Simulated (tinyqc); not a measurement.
Inside a calculation. Model: short-channel transistor, virtual-source model with series resistance.

Program tinyqc, `OMP_NUM_THREADS=1 python tinyqc.py 2380058 2380059 out.jsonl`; Intel Xeon 2.30GHz, shared host, one thread, about 0.01 s. Printed values are rounded.

The current per gate width is the charge at the top of the source barrier (the virtual source) times its velocity times a saturation function; al and be are fitting constants of the model. Units: I in uA/um, Rs in ohm um, so I Rs = 1e-6 I Rs in volts; Q in uC/cm^2, so I = 1e-4 Q vx0 Fsat with vx0 in cm/s.

Parameters, values chosen for the exercise: temperature T = 250 K; inversion capacitance Cinv = 2.34 uF/cm^2; velocity at the virtual source vx0 = 2e7 cm/s; apparent mobility mu = 1500 cm^2/(V s); channel length L = 45 nm; threshold at zero drain voltage VT0 = 0.375 V; drain-induced barrier lowering dl = 0.169 V/V; subthreshold factor n0 = 1.54; growth of n with drain voltage nd = 0.05 1/V; threshold shift (in units of Vt) from weak to strong inversion al = 3.5; sharpness of saturation be = 2; series resistance of each contact Rs = 30 ohm um; gate voltage Vgs = 0.6 V; drain voltage Vds = 0.6 V.

Constants: q = 1.602176634e-19 C, kB = 1.380649e-23 J/K, Vt = kB T/q. Results are converted to the units shown.

## Iteration 1: current through the series resistance

I at the start = 0 uA/um

Intrinsic voltages Vg' = Vgs - I Rs, Vd' = Vds - 2 I Rs. n = n0 + nd Vd', VT = VT0 - dl Vd', Ff = 1/(1 + exp((Vg' - VT + al Vt/2)/(al Vt))), Q = Cinv n Vt ln(1 + exp((Vg' - VT + al Vt Ff)/(n Vt))), Vdsat = (vx0 L/mu)(1 - Ff) + Vt Ff, Fsat = u/(1 + u^be)^(1/be) with u = Vd'/Vdsat, and I(out) = Q vx0 Fsat per width. (Fsat takes the sign of u.) I(new) = I + 0.5 (I(out) - I).

Vg' = 0.6 V
Vd' = 0.6 V
VT = 0.2736 V
Ff = 0.00793255
Q = 0.765181 uC/cm^2
Vdsat = 0.0596949 V
Fsat = 0.995087
I(out) = 1522.84 uA/um
I after iteration 1 = 761.421 uA/um

## Iteration 2: current through the series resistance

As before.

Vg' = 0.577157 V
Vd' = 0.554315 V
VT = 0.281321 V
Ff = 0.0118504
Q = 0.694360 uC/cm^2
Vdsat = 0.0595443 V
Fsat = 0.994280
I(out) = 1380.78 uA/um
I after iteration 2 = 1071.10 uA/um

## Iteration 3: current through the series resistance

As before.

Vg' = 0.567867 V
Vd' = 0.535734 V
VT = 0.284461 V
Ff = 0.0139446
Q = 0.665648 uC/cm^2
Vdsat = 0.0594637 V
Fsat = 0.993896
I(out) = 1323.17 uA/um
I after iteration 3 = 1197.13 uA/um

## Course of the iteration: current through the series resistance

Stop when I changes by less than 1e-7 uA/um, or after 80 iterations.

Course of the iteration:
```
iteration  I (uA/um)  |change| (uA/um)
1            761.421               761
2            1071.10               310
3            1197.13               126
4            1248.45              51.3
5            1269.34              20.9
6            1277.85              8.51
7            1281.31              3.46
8            1282.73              1.41
9            1283.30             0.575
...              ...               ...
19           1283.69           7.21e-5
20           1283.69           2.94e-5
21           1283.69           1.20e-5
22           1283.69           4.87e-6
23           1283.69           1.98e-6
24           1283.69           8.07e-7
25           1283.69           3.29e-7
26           1283.69           1.34e-7
27           1283.69           5.45e-8
```

Converged in 27 iterations. At the end each change is about 0.41 times the one before: linear convergence.

## What the series resistance costs

converged I = 1283.69 uA/um
I0 = 1522.84 uA/um

Intrinsic voltages Vg' = Vgs - I Rs, Vd' = Vds - 2 I Rs. n = n0 + nd Vd', VT = VT0 - dl Vd', Ff = 1/(1 + exp((Vg' - VT + al Vt/2)/(al Vt))), Q = Cinv n Vt ln(1 + exp((Vg' - VT + al Vt Ff)/(n Vt))), Vdsat = (vx0 L/mu)(1 - Ff) + Vt Ff, Fsat = u/(1 + u^be)^(1/be) with u = Vd'/Vdsat, and I = Q vx0 Fsat per width. I0 is the current for Rs = 0. Effective velocity I/Q; transit time L Q/I.

loss against I0 = 15.7040 %
effective velocity = 1.98722e7 cm/s
transit time = 0.226447 ps

The carriers leave the virtual source at 99.4 % of vx0: the device is in saturation.
